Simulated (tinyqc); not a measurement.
Worked calculation: four-band model of biased bilayer graphene near K. Values are carried at full precision from step to step, so a last printed digit may differ when a step is redone from the rounded ones.

Constants: hbar^2/2m0 = 3.80998211 eV angstrom^2.

Inputs chosen for the exercise (near those used for Bernal bilayer graphene; the results hold for these values, not for the real material): a = 2.46 angstrom (lattice constant); g0 = 2.89 eV (hopping in a layer); g1 = 0.34 eV (hopping of the dimer sites); g3 = 0.37 eV (skew hopping A1-B2); g4 = 0.12 eV (skew hopping A1-A2); U = 0.12 eV (potential difference of the layers); k = (0.023, 0.038) 1/angstrom (wave vector from K).

## Velocities and mass

v_j = (sqrt3/2) a g_j; low-energy mass m/m0 = c g1/v0^2 with c = hbar^2/2m0; crossover wave vector g1/(2 v0).

v0, v3, v4 (eV angstrom): 6.1569  0.7883  0.2557

mass = 0.03417 m0
crossover = 0.02761 1/angstrom

## H at one k

Basis A1, B1, A2, B2, with B1 below A2; p = kx + i ky, v_j = (sqrt3/2) a g_j. Diagonal -U/2, -U/2, U/2, U/2; <A1|B1> = <A2|B2> = v0 p*, <B1|A2> = g1, <A1|B2> = v3 p, <A1|A2> = <B1|B2> = -v4 p*.

Fill in the matrix.

H (eV), lower triangle (Hermitian):
```
                 A1               B1              A2      B2
A1          -0.0600
B1   0.1416+0.2340i          -0.0600
A2  -0.0059-0.0097i           0.3400          0.0600
B2   0.0181-0.0300i  -0.0059-0.0097i  0.1416+0.2340i  0.0600
```

## Levels and layer polarisation

Diagonalise; the weight on layer 1 is that of A1 and B1.

levels (eV): -0.5021  -0.1657  0.1835  0.4843

weights:
```
    band 1  band 2  band 3  band 4
A1   0.173   0.403   0.371   0.053
B1   0.466   0.034   0.207   0.293
A2   0.296   0.187   0.034   0.482
B2   0.064   0.376   0.389   0.172
```

weight on layer 1: 0.640  0.437  0.577  0.346

Band 2 has 44 % of its weight on layer 1, the layer of lower potential, and band 3 has 58 %; the dimer sites hold 24 % of band 3. The filled band leans to the upper layer here: at larger k the middle bands approach two displaced cones, each still mixed over both layers by g1, and the top filled one leans to the upper layer.

## The Mexican hat (g3 = g4 = 0)

At K the levels are -/+ U/2 and -/+ sqrt(g1^2 + U^2/4). The smallest gap, U g1/sqrt(U^2 + g1^2), lies on a ring of radius kg = (U/2 v0) sqrt((2 g1^2 + U^2)/(g1^2 + U^2)), v0 = (sqrt3/2) a g0; the height of the hat is U/2 less half that gap.

gap = 0.1132 eV
kg = 0.01339 1/angstrom
height of the hat = 3.42 meV

## Checks

- Gap on the ring from the formula against the matrix: both 0.113159.

tinyqc: `OMP_NUM_THREADS=1 python tinyqc.py 1481093 1481094 out.jsonl`; about 0.07 s, one thread, shared Intel(R) Xeon(R) Processor @ 2.30GHz.
